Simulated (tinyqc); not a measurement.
Epitaxial growth on a vicinal surface: Burton-Cabrera-Frank step flow, step-edge barrier and island nucleation: one step, computed by the program tinyqc.

Adatoms land at rate F, hop on a square grid (a simplification for hexagonal faces), desorb, or join steps. Lengths are in units of a and n is the adatom coverage. Steps ascend at x = 0 and descend at x = l.

Question. Scales. D = nu exp(-E_d/(k_B T)) (a^2/s, nu counted per direction); tau = exp(E_a/(k_B T))/nu; x_s = sqrt(D tau); n_eq = exp(-E_f/(k_B T)); terrace width l = h/(a tan(miscut)); Schwoebel length l_s = exp(E_s/(k_B T)) - 1. Temperatures in kelvin are T(C) + 273.15.

Inputs (values chosen for the exercise, close to those used for Si(111)):
```
quantity                     value      unit
site spacing a                3.84  angstrom
step height h                 3.14  angstrom
diffusion barrier E_d         1.17        eV
desorption energy E_a         3.11        eV
adatom formation energy E_f   1.12        eV
step-edge barrier E_s            0        eV
attempt frequency nu             1       THz
miscut angle                   0.3   degrees
temperature T                  690         C
```

Constants: k_B = 8.617333262e-05 eV/K.

Give: D; lifetime tau; diffusion length x_s; equilibrium coverage n_eq; terrace width l; Schwoebel length l_s.

Answer.

D = 7.548e+05 a^2/s

lifetime tau = 18767 s

diffusion length x_s = 1.190e+05 a

equilibrium coverage n_eq = 1.379e-06

terrace width l = 156.2 a

Schwoebel length l_s = 0 a

l/x_s = 0.00131: nearly every adatom reaches a step.
